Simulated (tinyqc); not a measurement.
Convergence with the basis: effective-mass impurity with a central-cell term, in a basis of Slater functions. Computed by tinyqc, a small Python program. Command: `OMP_NUM_THREADS=1 python tinyqc.py 3015233 3015234 out.jsonl centralcell walk`. One thread of a shared host (Intel(R) Xeon(R) Processor @ 2.30GHz), about 0.01 s of CPU time with the checks.

The envelope obeys H = -nabla^2 - (2/r) [Z + A exp(-kappa r)] in effective units, with kappa = a*/lambda; positive A deepens the well near the core.

Inputs (values chosen for the exercise, for a model semiconductor):
```
quantity                   value      unit
effective mass m           0.142       m_0
dielectric constant eps     9.08         -
charge Z of the core           1         -
central-cell strength A     -1.7         -
central-cell range lambda    1.2  angstrom
smallest exponent zeta_1    0.36      1/a*
ratio beta of exponents      2.4         -
```

Impurity: donor, one isotropic band.

Constants: Ry = 13.605693123 eV; a_0 = 0.529177210903 angstrom.

Method:
- Units: Ry* = Ry m/eps^2 and a* = a_0 eps/m, with m in m_0.
- kappa = a*/lambda; the hydrogenic ground state is bound by Z^2 Ry*.
- For s functions exp(-zeta r), with s = zeta_i + zeta_j: S = 2/s^3, T = zeta_i zeta_j S, V = -2 Z/s^2, W = -2 A/(s + kappa)^2; each function is normalised by dividing by sqrt(S_ii S_jj).
- Large basis: zeta_i = 0.06 x 1.6^(i-1), i = 1..22, same formulas; for p functions r exp(-zeta r): S = 24/s^5, T = zeta_i zeta_j S (centrifugal term included), V = -12 Z/s^4, W = -12 A/(s + kappa)^4; overlap eigenvalues below 1e-11 are dropped.
- Binding energies are -E Ry*; the effective quantum number is nu = Z/sqrt(-E); |psi(0)|^2 is given relative to the hydrogenic Z^3/(pi a*^3).
- zeta_i = zeta_1 beta^(i-1), i = 1..n.
- The error is the lowest level above the large-basis value.

kappa = 28.1979 1/a*

Ry* = 23.4335 meV

1s binding energy = 23.1109 meV

Error of the 1s level:
```
n  error (meV)  largest exponent (1/a*)
1       9.2935               3.6000e-01
2       0.1740               8.6400e-01
3       0.0914               2.0736e+00
4       0.0392               4.9766e+00
5       0.0390               1.1944e+01
6       0.0357               2.8665e+01
7       0.0350               6.8797e+01
8       0.0348               1.6511e+02
```

What follows from these numbers?

The error falls from 9.29 to 0.0348 meV. The last function changes it by less than 5 %: it has levelled off, and what remains is set by beta and zeta_1, not by the range of exponents.

Extremes, crossings and ranges named in words are read from the listed rows.
